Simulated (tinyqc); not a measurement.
# Dose and depth of a threshold implant

Problem. A sheet of D acceptors per cm^2 lies at depth xi inside the depleted layer of a body doped Na. In the depletion approximation VT = Vfb + f2 + q D/Cox + gamma sqrt(f2 + Vsb - q D xi/(eps0 eps_r)), gamma = sqrt(2 eps0 eps_r q Na)/Cox, Cox = eps0 eox/tox. Find gamma, D and xi.

Values chosen for this exercise; band and dielectric values close to those of germanium: relative permittivity eps_r = 16; acceptor density deep in the body Na = 5.3e17 cm^-3; relative permittivity of the gate insulator (close to silicon dioxide) eox = 3.9; insulator thickness tox = 2.8 nm; flat-band voltage Vfb = -0.71 V; band bending 2 phiF at threshold f2 = 0.565 V.

Constants: q = 1.602176634e-19 C, eps0 = 8.8541878128e-14 F/cm where lengths are in cm. Results are converted to the units shown.

VT against the source at Vsb = 0 and 1.7 V (V): [0.17702545, 0.47942475]

Solution. With y^2 = f2 - q D xi/(eps0 eps_r) and d the difference of the thresholds over gamma, sqrt(y^2 + Vsb) - y = d gives y = (Vsb - d^2)/(2 d). The first threshold then gives D, and y^2 gives xi.

gamma = 0.398 V^0.5
D = 2.20e11 cm^-2
xi = 8.30 nm

tinyqc, about 0.5 s, one thread, Intel Xeon 2.30GHz (shared host): `OMP_NUM_THREADS=1 python tinyqc.py 2080077 2080078 out.jsonl`
